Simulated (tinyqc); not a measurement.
Worked calculation: CIS and TDHF on RHF in the sto-3g basis, frozen core, for BeH2, spin multiplicity 1. One step of it, computed by the program tinyqc.

Question. TDHF (RPA) triplet states. B(ia,jb) = - (ib|ja); the squared energies are the eigenvalues of (A - B)(A + B); 1 hartree = 27.211386 eV.

CIS matrix A, triplet (hartree), order 2>4, 2>5, 2>6, 2>7, 3>4, 3>5, 3>6, 3>7:
$$\begin{pmatrix}
0.269994 & 0.000000 & 0.000000 & 0.000000 & 0.000106 & 0.000000 & 0.000000 & 0.000000 \\
0.000000 & 0.269994 & 0.000000 & 0.000000 & 0.000000 & 0.000106 & 0.000000 & 0.000000 \\
0.000000 & 0.000000 & 0.362665 & -0.007208 & 0.000000 & 0.000000 & 0.001899 & -0.138311 \\
0.000000 & 0.000000 & -0.007208 & 0.658525 & 0.000000 & 0.000000 & -0.138311 & -0.003131 \\
0.000106 & 0.000000 & 0.000000 & 0.000000 & 0.246642 & 0.000000 & 0.000000 & 0.000000 \\
0.000000 & 0.000106 & 0.000000 & 0.000000 & 0.000000 & 0.246642 & 0.000000 & 0.000000 \\
0.000000 & 0.000000 & 0.001899 & -0.138311 & 0.000000 & 0.000000 & 0.306861 & 0.007127 \\
0.000000 & 0.000000 & -0.138311 & -0.003131 & 0.000000 & 0.000000 & 0.007127 & 0.599456
\end{pmatrix}$$

Two-electron integrals over orbitals (pq|rs), unique and non-zero (hartree); the lowest 1 orbital is frozen and left out:
```
(22|22) 0.367656    (32|22) 0.008693    (32|32) 0.156127    (33|22) 0.377737
(33|32) -0.007132   (33|33) 0.401956    (42|42) 0.047056    (43|42) -0.000852
(43|43) 0.011874    (44|22) 0.349349    (44|32) -0.000106   (44|33) 0.328301
(44|44) 0.449859    (52|52) 0.047056    (53|52) -0.000852   (53|53) 0.011874
(54|54) 0.024249    (55|22) 0.349349    (55|32) -0.000106   (55|33) 0.328301
(55|44) 0.401360    (55|55) 0.449859    (62|22) -0.012216   (62|32) -0.002692
(62|33) -0.040030   (62|44) 0.071492    (62|55) 0.071492    (62|62) 0.084963
(63|22) -0.004674   (63|32) -0.091845   (63|33) 0.005741    (63|44) -0.002856
(63|55) -0.002856   (63|62) -0.001316   (63|63) 0.089253    (64|42) 0.046270
(64|43) -0.001296   (64|64) 0.048546    (65|52) 0.046270    (65|53) -0.001296
(65|65) 0.048546    (66|22) 0.369650    (66|32) -0.001899   (66|33) 0.381055
(66|44) 0.347350    (66|55) 0.347350    (66|62) -0.026415   (66|63) 0.002261
(66|66) 0.386940    (72|22) -0.002140   (72|32) -0.037816   (72|33) 0.000984
(72|44) 0.002309    (72|55) 0.002309    (72|62) 0.003856    (72|63) 0.063277
(72|66) -0.000103   (72|72) 0.057692    (73|22) 0.002279    (73|32) -0.000400
(73|33) -0.018094   (73|44) 0.072961    (73|55) 0.072961    (73|62) 0.080584
(73|63) -0.003825   (73|66) -0.019877   (73|72) 0.001947    (73|73) 0.088624
(74|42) 0.000808    (74|43) 0.013070    (74|64) 0.000323    (74|74) 0.017026
(75|52) 0.000808    (75|53) 0.013070    (75|65) 0.000323    (75|75) 0.017026
(76|22) 0.007208    (76|32) 0.138311    (76|33) -0.007127   (76|44) 0.000085
(76|55) 0.000085    (76|62) -0.002057   (76|63) -0.090854   (76|66) -0.002267
(76|72) -0.045049   (76|73) -0.000013   (76|76) 0.135183    (77|22) 0.392642
(77|32) 0.003131    (77|33) 0.407312    (77|44) 0.373478    (77|55) 0.373478
(77|62) -0.014710   (77|63) -0.001673   (77|66) 0.402359    (77|72) -0.001125
(77|73) 0.006600    (77|76) 0.002293    (77|77) 0.444394
```

Give: TDHF matrix B, triplet; squared energies w^2; TDHF energies from the positive w^2.

Answer.

TDHF matrix B, triplet (hartree), order 2>4, 2>5, 2>6, 2>7, 3>4, 3>5, 3>6, 3>7:
$$\begin{pmatrix}
-0.0471 & 0.0000 & 0.0000 & 0.0000 & 0.0009 & 0.0000 & 0.0000 & 0.0000 \\
0.0000 & -0.0471 & 0.0000 & 0.0000 & 0.0000 & 0.0009 & 0.0000 & 0.0000 \\
0.0000 & 0.0000 & -0.0850 & -0.0039 & 0.0000 & 0.0000 & 0.0013 & -0.0633 \\
0.0000 & 0.0000 & -0.0039 & -0.0577 & 0.0000 & 0.0000 & -0.0806 & -0.0019 \\
0.0009 & 0.0000 & 0.0000 & 0.0000 & -0.0119 & 0.0000 & 0.0000 & 0.0000 \\
0.0000 & 0.0009 & 0.0000 & 0.0000 & 0.0000 & -0.0119 & 0.0000 & 0.0000 \\
0.0000 & 0.0000 & 0.0013 & -0.0806 & 0.0000 & 0.0000 & -0.0893 & 0.0038 \\
0.0000 & 0.0000 & -0.0633 & -0.0019 & 0.0000 & 0.0000 & 0.0038 & -0.0886
\end{pmatrix}$$

squared energies w^2 (hartree^2): [0.0468, 0.0607, 0.0607, 0.0701, 0.0707, 0.0707, 0.4358, 0.4952]

TDHF energies from the positive w^2 (eV): [5.8879, 6.7036, 6.7036, 7.2058, 7.2345, 7.2345, 17.9642, 19.1496]
